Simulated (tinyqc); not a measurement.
From C11 back to radial spring k2L: Born-von Karman spring model of a cubic crystal with one atom per cell. Computed by tinyqc, a small Python program. Command: `OMP_NUM_THREADS=1 python tinyqc.py 3001858 3001859 out.jsonl springs inv`. One thread of a shared host (Intel(R) Xeon(R) Processor @ 2.30GHz), about 0.2 s of CPU time with the checks.

First neighbours lie at a/2 (1,1,1) (8 of them), second at a (1,0,0) (6), with all permutations and signs; the volume per atom is Omega = a^3/2. Two shells of springs match a real metal only roughly, above all at the zone boundary.

Inputs (values chosen for the exercise, modelled on sodium):
```
quantity                 value           unit
lattice constant a        4.23       angstrom
radial spring k1L        0.243  eV/angstrom^2
transverse spring k1T  -0.0097  eV/angstrom^2
transverse spring k2T   0.0068  eV/angstrom^2
```

Lattice: bcc.

Constants: 1 eV/angstrom^3 = 160.2176634 GPa.

Method. [ij,kl] = (1/(2 Omega)) sum_R K_ij R_k R_l; C11 = [xx,xx], C44 = [xx,yy], C12 = 2 [xy,xy] - C44; B = (C11 + 2 C12)/3; Zener ratio A = 2 C44/(C11 - C12). K(R) = kL n n^T + kT (1 - n n^T).

Task: A run gave the result below. Find the radial spring k2L, known to lie between 0.016 and 0.051 eV/angstrom^2.

C11 = 7.713426 GPa

Result:

Each step takes the trial c = (a f_b - b f_a)/(f_b - f_a), f being the result less the target and a, b, c the logarithms of the listed values; c replaces end b, the old b replaces a if the sign of f changed, and otherwise f_a is halved.

Scan of the range:
```
radial spring k2L (eV/angstrom^2)  C11 (GPa)
0.0160                               6.85817
0.0194                               7.11573
0.0235                               7.42632
0.0286                               7.81266
0.0347                               8.27476
0.0420                               8.82775
0.0510                               9.50953
```

False position (Illinois rule, in the logarithm of the input) inside the bracket:
```
step      end a      end b      trial  C11 (GPa)
1     0.0235000  0.0286000  0.0271929    7.70607
2     0.0286000  0.0271929  0.0272877    7.71325
3     0.0286000  0.0272877  0.0272921    7.71359
4     0.0272877  0.0272921  0.0272900    7.71343
```

C11 rises at every point of a 13-point scan of the range (every second point is shown), so one value fits; it is bracketed by 0.0235 and 0.0286. The scan shows a straight line, so linear interpolation between any two rows gives the answer at once. Answer: radial spring k2L = 0.02729 eV/angstrom^2.
